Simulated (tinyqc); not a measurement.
Trap density from two Hall measurements.

Problem. p-type body, charge-sheet picture, full ionisation (an idealisation for deep acceptors), Boltzmann statistics for free electrons. e = Ec - EF at the surface. psi = Eg - Vt ln(Nv/Na) - e; N_dep = sqrt(2 eps0 eps_r Na (psi - Vt)/q); n_f = sqrt(N_dep^2 + 2 eps0 eps_r Vt Nc exp(-e/Vt)/q) - N_dep; Vg = Vfb + psi + q (N_dep + n_t + n_f)/Cox, Cox = eps0 eox/tox. Find e and n_t at both points and the mean trap density between them.

Inputs (values chosen for the exercise); band and dielectric values close to those of silicon:
```
symbol,value,unit,meaning
T,300,K,temperature
Eg,1.1,eV,band gap
eps_r,11.7,,relative permittivity
Nc,2.83e19,cm^-3,conduction-band density of states at T
Nv,2.67e19,cm^-3,valence-band density of states at T
eox,3.9,,relative permittivity of the insulator
tox,26,nm,insulator thickness
Na,7e16,cm^-3,acceptor density
Vfb,-0.87,V,flat-band voltage without trapped charge
```

Constants: q = 1.602176634e-19 C, kB = 1.380649e-23 J/K, Vt = kB T/q, eps0 = 8.8541878128e-14 F/cm where lengths are in cm. Results are converted to the units shown.

Vg (V): 1.3352270  2.1084735
free sheet density from the Hall effect (cm^-2): 1.4568310e10  2.3380018e11

Answer. Each n_f fixes e; what the gate voltage holds beyond psi, N_dep and n_f is trapped; the difference quotient is the density, smeared over a few Vt.

e (eV): 0.154  0.0780
n_t (cm^-2): 3.24e11  6.42e11
mean trap density = 4.19e12 cm^-2 eV^-1

Program tinyqc, `OMP_NUM_THREADS=1 python tinyqc.py 2222237 2222238 out.jsonl`; Intel Xeon 2.30GHz, shared host, one thread, about 0.02 s.
